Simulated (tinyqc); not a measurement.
Screening unbinds the donor: static screening by free carriers.

kF = (3 pi^2 n/Mv)^(1/3), EF = c kF^2/m with c = hbar^2/2m0, n in 1/angstrom^3 (1e-24 per 1/cm^3), e2 = e^2/(4 pi eps0). Thomas-Fermi: qTF^2 = 6 pi e2 n/(eps EF). Debye: qD^2 = 4 pi e2 n/(eps kB T).

F_j(eta) = (1/Gamma(j + 1)) integral_0^infinity x^j dx/(1 + exp(x - eta)), which tends to exp(eta) for eta << 0.

At finite T: qs^2 = qD^2 F_-1/2(eta)/F_1/2(eta), where n = Mv N F_1/2(eta) and N = 2 (m kB T/(4 pi c))^(3/2) with c = hbar^2/2m0, in 1/angstrom^3; times 1e24 for 1/cm^3.

Donor in the screened potential -(e2/eps) exp(-qs r)/r with the trial function exp(-r/a): E(a) = c/(m a^2) - (e2/eps) 4/(a (2 + qs a)^2), e2 = e^2/(4 pi eps0), c = hbar^2/2m0; isotropic mass.

Constants: hbar^2/2m0 = 3.80998211 eV angstrom^2; e^2/(4 pi eps0) = 14.39964547 eV angstrom; kB = 8.617333262e-05 eV/K; a0 (Bohr radius) = 0.5291772105 angstrom.

Parameters, chosen for this exercise (near those of SiC; not measured data):

| symbol | value | unit | meaning |
|---|---|---|---|
| m | 0.389 | m0 | mass of one isotropic valley |
| Mv | 3 |  | valleys |
| eps | 9.77 |  | background dielectric constant |
| T | 400 | K |  |

All carriers n are taken as free and screen with qs(T); E(a) is minimised over a; a dash marks no bound state. aB = a0 eps/m.

Donor level:

| n (1/cm^3) | n^(1/3) aB | qs aB | E (meV) | a/aB |
|---|---|---|---|---|
| 3.0e+15 | 0.019 | 0.017 | -53.60 | 1.000 |
| 3.0e+16 | 0.041 | 0.053 | -49.76 | 1.002 |
| 1.0e+17 | 0.062 | 0.097 | -45.39 | 1.006 |
| 4.0e+17 | 0.098 | 0.194 | -36.70 | 1.024 |
| 1.0e+18 | 0.133 | 0.306 | -28.10 | 1.056 |
| 3.0e+18 | 0.192 | 0.524 | -15.03 | 1.159 |
| 7.0e+18 | 0.254 | 0.782 | -4.80 | 1.404 |
| 2.0e+19 | 0.361 | 1.234 | - | - |

aB = 13.3 angstrom

What can be read from this table?

The level rises from -53.60 meV at the lowest density to -4.80 meV at 7e+18 1/cm^3, against -55.45 meV unscreened. The trial function finds no bound state from 2e+19 1/cm^3 on, where qs aB = 1.23 and n^(1/3) aB = 0.36. This trial function loses binding at qs aB = 1 and the exact Yukawa problem at 1.19; the Mott rule of thumb is n^(1/3) aB = 0.26.

Program tinyqc; command `OMP_NUM_THREADS=1 python tinyqc.py 1682704 1682705 out.jsonl`; about 0.01 s on one thread of a shared Intel(R) Xeon(R) Processor @ 2.30GHz.
